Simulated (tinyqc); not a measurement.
Strain, valley repopulation and piezoresistance in a many-valley conduction band: one step, computed by the program tinyqc.

Valleys are ellipsoids with mass m_l along the axis a and m_t across it, parabolic, with one constant relaxation time; strain shifts the valleys and leaves the masses alone. Currents are taken along [100], along the load, and along [010], across the load.

Task: Linear piezoresistance coefficients. Each of the 6 valleys holds n_v = N_v (2/sqrt(pi)) F_1/2((E_F - dE_v)/(k_B T)), N_v = 2 (m_d k_B T/(2 pi hbar^2))^(3/2), m_d = (m_l m_t^2)^(1/3); E_F solves sum n_v = n and is counted from the unstrained edge. F_j(eta) = int_0^infinity x^j/(1 + exp(x - eta)) dx, without a gamma-function factor. It is evaluated after integrating by parts. Integrals over x = E/(k_B T) use 160 Gauss-Legendre points in u = sqrt(x) from 0 to sqrt(max(eta, 0) + 32). With eta_0 the reduced Fermi level without strain, r = F_-1/2(eta_0)/(2 F_1/2(eta_0)) (1 for a classical gas) and c = r (Xi_u/k_B T) (m_l - m_t)/(2 m_l + m_t): pi11 = -(2/3) c (S11 - S12), pi12 = -pi11/2, pi44 = 0, with S11 - S12 = 1/(C11 - C12).

Inputs (values chosen for the exercise, for a model crystal):
```
quantity                            value    unit
longitudinal mass m_l               0.959     m_0
transverse mass m_t                 0.245     m_0
shear deformation potential Xi_u       10      eV
C11                                   162     GPa
C12                                  58.2     GPa
electron density n                3.3e+16  1/cm^3
temperature T                         200       K
```

Valley axes: <100> (6 valleys in 3 pairs). Load: uniaxial [100].

Constants: k_B = 8.617333262e-05 eV/K; m_0 = 9.1093837015e-31 kg; k_B = 1.380649e-23 J/K; hbar = 1.054571817e-34 J s.

Give: eta_0; degeneracy factor r; pi11; pi12; pi44.

Result:

eta_0 = -6.389

degeneracy factor r = 0.9994

pi11 = -122.9 1e-11/Pa

pi12 = 61.47 1e-11/Pa

pi44 = 0 1e-11/Pa

The gas is classical, so the coefficients follow 1/T.
